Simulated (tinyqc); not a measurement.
Effect of the liquid interaction: binary melting diagram from solution models of liquid and solid. Computed by tinyqc, a small Python program. Command: `OMP_NUM_THREADS=1 python tinyqc.py 3021795 3021796 out.jsonl melt walk`. One thread of a shared host (Intel(R) Xeon(R) Processor @ 2.30GHz), about 0.01 s of CPU time with the checks.

x is the fraction of B. In a phase with interaction L: mu_A = G_A + R T ln(1 - x) + L x^2, mu_B = G_B + R T ln x + L (1 - x)^2. Melting: G(liquid) - G(solid) = H (1 - T/T_m) for each pure component.

Inputs (values chosen for the exercise, for a model alloy):
```
quantity             value    unit
melting point T_A     1505       K
melting point T_B      970       K
heat of melting H_A   13.3  kJ/mol
heat of melting H_B      7  kJ/mol
```

Diagram: eutectic with pure solids.

Constants: R = 8.314462618 J/(mol K).

Method. Liquid against pure solid A: T = (H_A + L_L x^2)/(H_A/T_A - R ln(1 - x)); against pure solid B: T = (H_B + L_L (1 - x)^2)/(H_B/T_B - R ln x). The crossing is found anew for each L_L.

Eutectic point:
```
L_L (kJ/mol)      x_E  T_E (K)
-8.4          0.65084   553.96
-5.6          0.66632   602.00
-2.8          0.68559   649.27
-1.4          0.69701   672.51
0.0           0.70985   695.42
2.0           0.73096   727.41
4.0           0.75559   758.27
```

T_E rises from 554 to 758 K, 16.5 K per kJ/mol on average: attraction in the liquid stabilises it and deepens the eutectic. As attraction grows x_E moves from 0.756 to 0.651, towards 1/2, where mixing gains most.

Extremes, crossings and ranges named in words are read from the listed rows.
